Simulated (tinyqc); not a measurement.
Telling the models apart: thermal, flicker and telegraph noise of a field-effect transistor. Computed by tinyqc, a small Python program. Command: `OMP_NUM_THREADS=1 python tinyqc.py 3001661 3001662 out.jsonl noise walk`. One thread of a shared host (Intel(R) Xeon(R) Processor @ 2.30GHz), about 0.01 s of CPU time with the checks.

Strong inversion, threshold roll-off and channel-length modulation left out; noise sources are uncorrelated and are given as one-sided spectral densities. The drain voltage is 50 mV.

Inputs (values chosen for the exercise, modelled on a silicon n-channel):

| quantity | value | unit |
|---|---|---|
| width W | 0.71 | micrometre |
| length L | 66 | nm |
| electrical oxide thickness t | 1.3 | nm |
| mobility mu | 170 | cm^2/(V s) |
| oxide trap density N_t | 3.3e+16 | 1/(eV cm^3) |
| oxide barrier phi | 2.5 | eV |
| oxide mass m_ox | 0.31 | m_0 |
| frequency f | 2000 | Hz |
| temperature T | 300 | K |

Operating region: linear. Flicker model: number fluctuation.

Constants: eps_0 = 8.8541878128e-12 F/m; hbar = 1.054571817e-34 J s; m_0 = 9.1093837015e-31 kg; e = 1.602176634e-19 C; k_B = 8.617333262e-05 eV/K.

Method. C_ox = 3.9 eps_0/t; I = mu C_ox (W/L) V_ov V_D; g_m = I/V_ov; g_d0 = I/V_D. Tunnelling length lambda = hbar/(2 sqrt(2 m_ox phi)); flat-band noise S_Vfb = e^2 k_B T lambda N_t/(W L C_ox^2 f). S_I = g_m^2 S_Vfb.

Against the overdrive:

| V_ov (V) | I (microampere) | (g_m/I)^2 (1/V^2) | S_I/I^2 (1/Hz) | S_I/g_m^2 (V^2/Hz) |
|---|---|---|---|---|
| 0.20 | 48.58 | 25.000 | 9.1786e-13 | 3.6714e-14 |
| 0.25 | 60.72 | 16.000 | 5.8743e-13 | 3.6714e-14 |
| 0.32 | 77.72 | 9.766 | 3.5854e-13 | 3.6714e-14 |
| 0.40 | 97.15 | 6.250 | 2.2947e-13 | 3.6714e-14 |
| 0.50 | 121.44 | 4.000 | 1.4686e-13 | 3.6714e-14 |
| 0.63 | 153.02 | 2.520 | 9.2503e-14 | 3.6714e-14 |
| 0.80 | 194.31 | 1.562 | 5.7366e-14 | 3.6714e-14 |
| 1.00 | 242.89 | 1.000 | 3.6714e-14 | 3.6714e-14 |

S_I/I^2 falls as V_ov^-2.00 at first and V_ov^-2.00 at the end; (g_m/I)^2 as V_ov^-2.00 and V_ov^-2.00. The two run parallel and the input-referred noise is flat: the mark of pure number fluctuation.
